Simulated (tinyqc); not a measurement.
Plane-averaged potentials: correction of a charged-defect supercell by a model charge and potential alignment (plane-averaged potentials). Computed by tinyqc, a small Python program. Command: `OMP_NUM_THREADS=1 python tinyqc.py 3112102 3112103 out.jsonl align walk`. One thread of a shared host (Intel(R) Xeon(R) Processor @ 2.30GHz), about 0.01 s of CPU time with the checks.

The "true" defect charge is (1 - x) q in a Gaussian of width sigma plus x q in one of width sigma_t, so the exact answer is known; the correction sees only a single model Gaussian of width sigma_m. A Gaussian of width s has the transform rho(G) = exp(-G^2 s^2/2), normalised to 1. A uniform background cancels q, so G = 0 is left out. Potentials are those felt by a unit positive charge. E_0 is the formation energy of the isolated defect, E_cell its value in the supercell, E_lat = E_iso - E_per of the model charge, C the true less the model potential far from the defect; the exact correction is E_0 - E_cell, and the error of a scheme is E_cell plus its correction less E_0.

Inputs (values chosen for the exercise, with screening close to that of Al2O3):
```
quantity                               value      unit
defect charge q                            2         e
dielectric constant eps                 9.04         -
edge of the cubic cell L                15.4  angstrom
width sigma of the true defect charge    1.1  angstrom
width sigma_m of the model charge       0.92  angstrom
share x of the charge in a wide tail       0         -
width sigma_t of the tail                2.2  angstrom
```

Constants: e^2/(4 pi eps_0) = 14.39964548 eV angstrom.

Method. Plane-averaged potential at distance z from the defect: V(z) = (4 pi q/(eps L^3)) (e^2/(4 pi eps_0 e)) sum_(m != 0) rho(G_m) cos(G_m z)/G_m^2, G_m = 2 pi m/L, |m| <= 40.

Potentials (V):
```
z/L   z (angstrom)      true     model  difference
0.00          0.00   0.14919   0.15931   -0.010129
0.05          0.77   0.13499   0.14205   -0.007055
0.10          1.54   0.09947   0.10126   -0.001790
0.15          2.31   0.05634   0.05525    0.001093
0.20          3.08   0.01516   0.01329    0.001868
0.25          3.85  -0.02046  -0.02244    0.001982
0.30          4.62  -0.04969  -0.05169    0.001992
0.35          5.39  -0.07244  -0.07443    0.001993
0.40          6.16  -0.08869  -0.09068    0.001993
0.45          6.93  -0.09843  -0.10043    0.001993
0.50          7.70  -0.10168  -0.10368    0.001993
```

What does the comparison show, and why?

The difference moves by 0.00 mV between z/L = 0.4 and 0.5: a plateau.
